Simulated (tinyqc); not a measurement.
## Single-junction solar cell, detailed-balance limit: effect of the cell temperature

Every photon above the gap Eg makes one pair and none below is absorbed; carriers thermalise at T and move without loss. Jsc = q fs X Phi(Eg, Ts); the dark current is J0 = q ge Phi(Eg, T)/ERE with the Boltzmann factor exp(V/Vt). The efficiency is the electrical power over fs X sigma Ts^4.

Photon flux above E from a black body at temperature T into a hemisphere: Phi(E, T) = A sum_k exp(-k E/th)[E^2 th/k + 2 E th^2/k^2 + 2 th^3/k^3], k = 1, 2, ..., with th = kB T/q in eV and A = 2 pi q^3/(h^3 c^2). J(V) = Jsc - J0 (exp(V/Vt) - 1); Voc = Vt ln(1 + Jsc/J0); at maximum power v = Vmp/Vt solves (1 + v) exp(v) = 1 + Jsc/J0. Pin = fs X sigma Ts^4, sigma = 2 pi^5 kB^4/(15 h^3 c^2). FF = Vmp Jmp/(Voc Jsc).

Inputs (values chosen for the exercise):
```
symbol    value  unit                                    meaning
Ts         6000     K          temperature of the black-body sun
fs      2.16e-5        share of the hemisphere filled by the sun
X             1                                    concentration
ERE           1                    external radiative efficiency
ge            1                        number of faces that emit
Eg         1.13    eV                                   band gap
```

Constants: q = 1.602176634e-19 C, kB = 1.380649e-23 J/K, h = 6.62607015e-34 J s, c = 299792458 m/s, Vt = kB T/q. Results are converted to the units shown.

The same in every row: Jsc (mA/cm^2) = 61.632.

Result of one run:

| T (K) | Voc (V) | Eg/q - Voc (V) | FF | efficiency (%) |
|---|---|---|---|---|
| 240 | 0.94678 | 0.18322 | 0.89649 | 32.956 |

What becomes of these results when the cell temperature T is changed from 240 to 280 K, all else the same?

Result of the changed run:

| T (K) | Voc (V) | Eg/q - Voc (V) | FF | efficiency (%) |
|---|---|---|---|---|
| 280 | 0.91238 | 0.21762 | 0.88009 | 31.177 |

The whole series:

| T (K) | Voc (V) | Eg/q - Voc (V) | FF | efficiency (%) |
|---|---|---|---|---|
| 200 | 0.98056 | 0.14944 | 0.91267 | 34.748 |
| 240 | 0.94678 | 0.18322 | 0.89649 | 32.956 |
| 280 | 0.91238 | 0.21762 | 0.88009 | 31.177 |
| 320 | 0.87744 | 0.25256 | 0.86335 | 29.413 |
| 360 | 0.84203 | 0.28797 | 0.84615 | 27.664 |
| 400 | 0.80619 | 0.32381 | 0.82841 | 25.931 |
| 440 | 0.76996 | 0.36004 | 0.81003 | 24.216 |
| 480 | 0.73338 | 0.39662 | 0.79090 | 22.521 |

As T goes from 200 to 480 K, Jsc stays at 61.6 mA/cm^2, Voc falls from 0.981 to 0.733 V and the efficiency falls from 34.7 to 22.5 %. Voc changes by -0.883 mV/K on average with Eg fixed, and the efficiency by -0.15 % of itself per kelvin.

Computed by the program tinyqc: `OMP_NUM_THREADS=1 python tinyqc.py 2820014 2820015 out.jsonl`, one thread of a shared Intel Xeon 2.30GHz, about 0.01 s for the whole run.
